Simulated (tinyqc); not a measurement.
From results back to parameters: ellipsoidal valleys in the axes of a wafer and a channel.

Problem. A valley whose axis makes az^2 = 0.166667 with the surface normal has 1/mz = az^2/ml + (1 - az^2)/mt and mz md^2 = ml mt^2. Its confinement and density-of-states masses are given, and ml > mt.

mz, md (m0): 0.2192485  0.3959167

Find: ml mt^2; mt; ml.

Solution. Put ml = (mz md^2)/mt^2 into the first relation and solve for mt below (mz md^2)^(1/3), the value at which ml = mt; a scan of that range finds one root.

ml mt^2 = 0.034367
mt = 0.190 m0
ml = 0.952 m0

Program tinyqc; command `OMP_NUM_THREADS=1 python tinyqc.py 1880740 1880741 out.jsonl`; about 0.01 s on one thread of a shared Intel(R) Xeon(R) Processor @ 2.30GHz.
